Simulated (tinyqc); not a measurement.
What moves the results: quantum-confined Stark effect in a modulator well. A value that a table varies takes the place of the one given here.

Envelopes on cells of 0.5 angstrom over the well |z| < L/2 and 45 angstrom of barrier on each side, psi = 0 beyond, psi'/m continuous (mean mass between points), c = hbar^2/2m0. The electron sees + e F z and the hole - e F z, each with its offset in the barriers; 1 kV/cm = 1e-5 eV/angstrom. Light holes, band mixing and escape by tunnelling are left out.

Exciton: in-plane function exp(-rho/lam), 1/mu = 1/me + 1/mp, E(lam) = c/(mu lam^2) - (q/eps) times the integral over k of Fm(k)(1 + (k lam/2)^2)^(-3/2), Fm(k) the double integral of psi_e^2 psi_h^2 exp(-k |z - z'|), q = e^2/(4 pi eps0); binding Eb = -E at the minimum. Line at Eg + E_e + E_h - Eb, strength proportional to overlap^2/lam^2.

Constants: hbar^2/2m0 = 3.80998211 eV angstrom^2; e^2/(4 pi eps0) = 14.39964547 eV angstrom; hc = 1239.841984 eV nm.

Parameters, chosen for this exercise (near those of an InGaAs well in InAlAs; the results hold for these values, not for the real material):
- L = 82 angstrom (well width)
- Vc = 0.503 eV (conduction offset)
- Vv = 0.216 eV (heavy-hole offset)
- me = 0.041 m0 (electron, well)
- meb = 0.0723 m0 (electron, barrier)
- mh = 0.378 m0 (heavy hole along z, well)
- mhb = 0.449 m0 (heavy hole, barrier)
- Eg = 0.755 eV (gap of the well)
- mp = 0.111 m0 (heavy hole in the plane)
- eps = 13.5 (dielectric constant)
- Fs = (0, 32, 64, 97, 133, 172, 215) kV/cm (fields)
- Ls = (50, 66, 84, 104, 126, 150, 170) angstrom (widths)
- F_L = 77 kV/cm (field for this table)
- F = 77 kV/cm (field)

## Raising the field

All quantities anew; shifts from zero field.

Results:
```
F (kV/cm),dE_e (meV),dE_h (meV),Eb (meV),line shift (meV),overlap^2,relative strength
0,0.00,0.00,5.95,0.00,0.975,1.000
32,-0.23,-0.99,5.91,-1.17,0.937,0.949
64,-0.92,-3.79,5.80,-4.55,0.843,0.827
97,-2.10,-8.18,5.65,-9.98,0.725,0.682
133,-3.93,-14.26,5.49,-17.73,0.603,0.539
172,-6.54,-21.97,5.32,-27.88,0.488,0.415
215,-10.14,-31.49,5.15,-40.83,0.385,0.310
```

The line shift grows with exponent 1.95 in F at low field and 1.71 at the end, as the carriers come up against opposite walls and the dipole begins to saturate. The hole gives 81 % of the level shift in the second row and 76 % in the last. The largest shift is 6.9 times the zero-field binding, yet 87 % of the binding survives, since the walls stop the field from pulling the pair apart. Half the strength is gone between 133 and 172 kV/cm.

## Width of the well

Zero-field line, its shift at F_L and the relative strength.

Results:
```
L (angstrom),line at F = 0 (nm),Eb (meV),shift (meV),relative strength,shift x strength (meV)
50,1381.7,6.48,-1.61,0.969,1.56
66,1454.0,6.20,-3.46,0.902,3.12
84,1506.2,5.92,-6.94,0.749,5.19
104,1543.5,5.65,-12.61,0.516,6.50
126,1570.2,5.39,-20.76,0.286,5.93
150,1589.5,5.14,-31.52,0.126,3.96
170,1600.7,4.96,-41.78,0.055,2.31
```

The shift grows with exponent 2.75 in L over the first two rows and 2.25 over the last two, against 4 for hard walls at second order; leakage lowers it in narrow wells and saturation in wide ones. The strength falls from 0.97 to 0.06, and the product of the two is largest at 104 angstrom.

## What each parameter does

Zero-field line, shift at F, overlap^2 and Eb at F. Each row changes one parameter from the base and keeps the others.

Results:
```
case,line (nm),shift (meV),overlap^2,Eb (meV)
base,1501.4,-6.47,0.797,5.74
L = 72 angstrom,1474.0,-4.44,0.865,5.98
F = 62 kV/cm,1501.4,-4.28,0.849,5.81
Vc = 0.402 eV,1509.5,-6.67,0.785,5.70
Vv = 0.27 eV,1500.8,-6.15,0.805,5.77
me = 0.0471 m0,1509.8,-6.47,0.796,6.18
mh = 0.321 m0,1499.2,-6.21,0.818,5.74
eps = 12.2,1503.5,-6.42,0.797,6.82
```

The largest shifts from the base row, up to three for each result and ties (the steps differ in size, so this ranks the rows, not the parameters). line (nm): L -27.4, me +8.3, Vc +8.0; unchanged at the printed digits by F. shift (meV): F +2.19, L +2.03, Vv +0.32; unchanged at the printed digits by me. overlap^2: L +0.068, F +0.052, mh +0.021; unchanged at the printed digits by eps. Eb (meV): eps +1.08, me +0.44, L +0.24; unchanged at the printed digits by mh.

tinyqc: `OMP_NUM_THREADS=1 python tinyqc.py 1281430 1281431 out.jsonl`; about 0.1 s, one thread, shared Intel(R) Xeon(R) Processor @ 2.30GHz.
